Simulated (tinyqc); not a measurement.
From one set of inputs to another, one input at a time: bottom-up copper filling of a trench by curvature-enhanced accelerator coverage. Computed by tinyqc, a small Python program. Command: `OMP_NUM_THREADS=1 python tinyqc.py 3007013 3007014 out.jsonl superfill ladder`. One thread of a shared host (Intel(R) Xeon(R) Processor @ 2.30GHz), about 0.07 s of CPU time with the checks.

A rectangular trench keeps vertical walls and a flat floor. An accelerator floats on the surface; where area is lost in the corners it is passed on to the floor.

The inputs printed are set A. Inputs not listed in the table keep their values of set A, so the rows need not describe a real material.

Inputs (values chosen for the exercise, close to those used for damascene copper plating):
```
quantity                                           value     unit
trench width w                                       360       nm
aspect ratio h/w                                     1.5        -
exchange current of the suppressed surface i_0      0.04  mA/cm^2
exchange current of the accelerated surface i_1      2.2  mA/cm^2
transfer coefficient alpha                          0.36        -
overpotential eta                                   0.14        V
starting coverage theta_0                         0.0085        -
adsorption rate k_a                              6.1e-05      1/s
cupric ion concentration C                           0.4    mol/l
diffusivity D                                      4e-06   cm^2/s
boundary layer delta                                  27       um
temperature T                                        298        K
```

Constants: e = 1.602176634e-19 C; N_A = 6.02214076e+23 1/mol; k_B = 8.617333262e-05 eV/K.

Method. Kinetic current i_k = [i_0 (1 - theta) + i_1 theta] exp(alpha eta/(k_B T)), limit i_L = 2 F D C/delta, i = 1/(1/i_k + 1/i_L); velocity v = i Omega/(2F), Omega = 7.11 cm^3/mol, F = e N_A. Depletion inside the trench is ignored. Half width x, floor height y, depth h = aspect ratio x w. dx/dt = -v_s, dy/dt = v_b. d theta_b/dt = k_a (1 - theta_b) + [theta_s v_b + theta_b v_s]/x: the floor takes the accelerator of the wall it covers and keeps its own as it narrows. d theta_s/dt = k_a (1 - theta_s). theta_b is capped at 1. Integrate (tolerance 1e-9) until the walls meet (x = 0.02 w/2) or the floor passes the original mouth y = h. Start: x = w/2, y = 0, theta_b = theta_s = theta_0. Height filled = y/h, opening left = x/(w/2).

Each row keeps all changes above it:
```
input moved                                                  from     to  time at the end (s)  ratio v(1)/v(theta_0)  share of the height filled from the floor
set A                                                           -      -                633.7                  33.28                                      1.000
cupric ion concentration C (mol/l)                            0.4   0.38                634.2                  33.07                                      1.000
exchange current of the accelerated surface i_1 (mA/cm^2)     2.2    2.3                620.9                  33.89                                      1.000
boundary layer delta (um)                                      27     64                633.8                  28.88                                      1.000
trench width w (nm)                                           360     85                209.3                  28.88                                      1.000
aspect ratio h/w                                              1.5    2.5                217.1                  28.88                                      0.765
starting coverage theta_0                                  0.0085  0.045                109.1                  12.22                                      0.868
exchange current of the suppressed surface i_0 (mA/cm^2)     0.04  0.014                127.4                  14.76                                      1.000
```

Which inputs carry the difference?

Time at the end goes from 634 to 127, a factor 0.201 in all. The largest single move comes from trench width w (a factor 0.330), and exchange current of the suppressed surface i_0 works against it (a factor 1.17). Ratio v(1)/v(theta_0) goes from 33.3 to 14.8, a factor 0.444 in all. The largest single move comes from starting coverage theta_0 (a factor 0.423), and exchange current of the suppressed surface i_0 works against it (a factor 1.21). share of the height filled from the floor ends near its start, 1.00; the largest single move comes from aspect ratio h/w (a factor 0.765). The single moves hold for this order of the switches; the total does not depend on the order.

Caution (all rows): real profiles develop slanted corners, and accelerator is consumed; both are left out.

Extremes, crossings and ranges named in words are read from the listed rows.
